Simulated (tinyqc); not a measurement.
UHF in the sto-6g basis, for H4, spin multiplicity 3, step by step. One step of it, computed by the program tinyqc.

Question. Orthogonalisation. S = U s U^T; symmetric (Loewdin) form X = U s^(-1/2) U^T, so that X^T S X = 1.

overlap S, order 1H 1s, 2H 1s, 3H 1s, 4H 1s:
$$\begin{pmatrix}
1.000000 & 0.661693 & 0.503221 & 0.370873 \\
0.661693 & 1.000000 & 0.370873 & 0.503221 \\
0.503221 & 0.370873 & 1.000000 & 0.661693 \\
0.370873 & 0.503221 & 0.661693 & 1.000000
\end{pmatrix}$$

Give: eigenvalues of S; X.

Answer.

eigenvalues of S: [0.2060, 0.4707, 0.7876, 2.5358]

X, order 1H 1s, 2H 1s, 3H 1s, 4H 1s:
$$\begin{pmatrix}
1.3540 & -0.4766 & -0.3112 & 0.0618 \\
-0.4766 & 1.3540 & 0.0618 & -0.3112 \\
-0.3112 & 0.0618 & 1.3540 & -0.4766 \\
0.0618 & -0.3112 & -0.4766 & 1.3540
\end{pmatrix}$$
